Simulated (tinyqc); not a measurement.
Kronig-Penney superlattice by transfer matrices, step by step. Values are carried at full precision from step to step, so a last printed digit may differ when a step is redone from the rounded ones.

Wells (width a, potential 0, mass mw) alternate with barriers (width b, height V0, mass mb); period d = a + b; c = hbar^2/2m0. The vector (psi, psi'/m) is continuous, and a layer of thickness t carries it by M = [[cos kt, (m/k) sin kt], [-(k/m) sin kt, cos kt]] with k = sqrt(m (E - V)/c); for E < V, k = i kappa gives [[cosh, (m/kappa) sinh], [(kappa/m) sinh, cosh]] of kappa t. A Bloch state obeys cos(q d) = tr(Mb Mw)/2.

Constants: hbar^2/2m0 = 3.80998211 eV angstrom^2; hbar = 6.58211957e-16 eV s.

Inputs chosen for the exercise (near those of a non-polar GaN superlattice with barriers of AlN; shifted at random, so the results belong to these values and not to a real crystal): a = 26 angstrom (well width); b = 7 angstrom (barrier width); V0 = 1.847 eV (barrier height); mw = 0.205 m0 (mass in the wells); mb = 0.309 m0 (mass in the barriers); E = 0.1584 eV (trial energy); F = 10 kV/cm (field along the axis).

## Layer matrices at one energy

Form the matrix of the well and of the barrier at E.

k in the well = 0.09232 1/angstrom
kappa in the barrier = 0.37007 1/angstrom

Mw (angstrom units):
```
[[-0.73760, 1.4994],
 [-0.30409, -0.73760]]
```

Mb (angstrom units):
```
[[6.7055, 5.5364],
 [7.9409, 6.7055]]
```

## The matrix of one period

Multiply M = Mb Mw and take half the trace. If its size is at most 1, E lies in a miniband and q d = arccos(tr M/2); otherwise the state decays by exp(-arccosh|tr M/2|) a period.

M:
```
[[-6.6295, 5.9706],
 [-7.8963, 6.9607]]
```

tr M/2 = 0.1656
q d in a band, or the decay exponent in a gap = 1.404

E lies in a miniband; det M = 1.0000, as for any such product.

## Miniband edges

The edges are the energies where tr M/2 = +1 (q = 0) or -1 (q = pi/d); the first three minibands.

Minibands:
```
band  bottom (eV)  top (eV)  width (meV)
1          0.1504    0.1707         20.3
2          0.5971    0.6872         90.1
3          1.3124    1.5574        245.1
```

3 minibands of these lie wholly below V0. The first gap is 426.4 meV wide; the single well of width a has E1 = 0.1606 eV, inside the first miniband.

## Dispersion along the axis

Solve tr M/2 = cos(q d) inside each miniband at q d/pi = 0, 1/6, ..., 1. The cosine form is E_bottom + (W/2)(1 - cos q d) with the true width W.

Energies (eV):
```
q d/pi  band 1  cosine form  band 2
0.000   0.1504       0.1504  0.6872
0.167   0.1516       0.1518  0.6803
0.333   0.1551       0.1555  0.6623
0.500   0.1601       0.1606  0.6393
0.667   0.1653       0.1657  0.6177
0.833   0.1692       0.1694  0.6026
1.000   0.1707       0.1707  0.5971
```

The cosine form, which holds for hopping between neighbouring wells alone, misses band 1 by at most 0.5 meV, 2 % of its width.

## Mass along the axis

With f(E) = tr M/2, 1 - (q d)^2/2 = 1 + f'(E_bottom)(E - E_bottom) gives m_z = -2 c f'/d^2 (f' by a central difference of 1e-6 eV at the bottom of band 1). The cosine form gives 4 c/(W d^2), W the width of band 1 between tr M/2 = +1 and -1.

f' = -108.2 1/eV
m_z = 0.7573 m0
m_z of the cosine form = 0.6878 m0
W = 20.35 meV

The mass along the axis is 3.69 times mw.

## In a field along the axis

One-band picture: ladder spacing e F d, Bloch frequency e F d/(2 pi hbar), and extent W/(e F) of a Stark state, with W the width of band 1; 1 kV/cm = 1e-5 V/angstrom.

e F d = 3.300 meV
Bloch frequency = 0.798 THz
W/(e F d) = 6.17 periods

The state spreads over about 6 periods.

## Checks

- Bottom of band 1 from 121 plane waves (the mass step taken by inverting the matrix of m) against the transfer matrix, eV: both 0.1504.

Computed by tinyqc, a small Python program: `OMP_NUM_THREADS=1 python tinyqc.py 1252372 1252373 out.jsonl` (the numbers bound the seed that draws the inputs); one thread of a shared host (Intel(R) Xeon(R) Processor @ 2.30GHz), about 0.07 s for the whole set of steps.
